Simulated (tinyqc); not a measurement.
Landau-Devonshire theory of a uniaxial ferroelectric: one step, computed by the program tinyqc. Command: `OMP_NUM_THREADS=1 python tinyqc.py 3006039 3006040 out.jsonl ferro walk`. One thread of a shared host (Intel(R) Xeon(R) Processor @ 2.30GHz), about 0.01 s of CPU time with the checks.

G(P) = (alpha/2) P^2 + (beta*/4) P^4 + (gamma/6) P^6 - E P per volume, SI units, one domain, P along the polar axis.

Task: Spontaneous polarisation, susceptibility, coercive field. Ps^2 = [-beta* + sqrt(beta*^2 - 4 alpha gamma)]/(2 gamma). chi = 1/(eps_0 G''), G'' = alpha + 3 beta* P^2 + 5 gamma P^4 at Ps. Ps, chi and the coercive field are for perfect screening, without a depolarising field. The intrinsic coercive field is |alpha P + beta* P^3 + gamma P^5| at the P_c where G'' = 0. 1 C/m^2 = 100 microcoulomb/cm^2.

Inputs (values chosen for the exercise, modelled on barium titanate): Curie-Weiss temperature T0 = 381 K; gamma = 1.73e+10 J m^9/C^6; temperature T = 342 K.

Sample: free crystal.

alpha = -2.593500e+07 J m/C^2

beta* = -8.04e+08 J m^5/C^4

Constants: eps_0 = 8.8541878128e-12 F/m.

Give: spontaneous polarisation Ps; susceptibility chi; well depth G(Ps); P_c; intrinsic coercive field.

Result:

spontaneous polarisation Ps = 26.15 microcoulomb/cm^2

susceptibility chi = 528.5

well depth G(Ps) = -0.9047 MJ/m^3

P_c = 19.02 microcoulomb/cm^2

intrinsic coercive field = 6.159 MV/m

P_c/Ps = 0.727, above the 0.577 of a quartic well, as the sixth-order term matters. Real switching runs by domain nucleation at far lower fields.
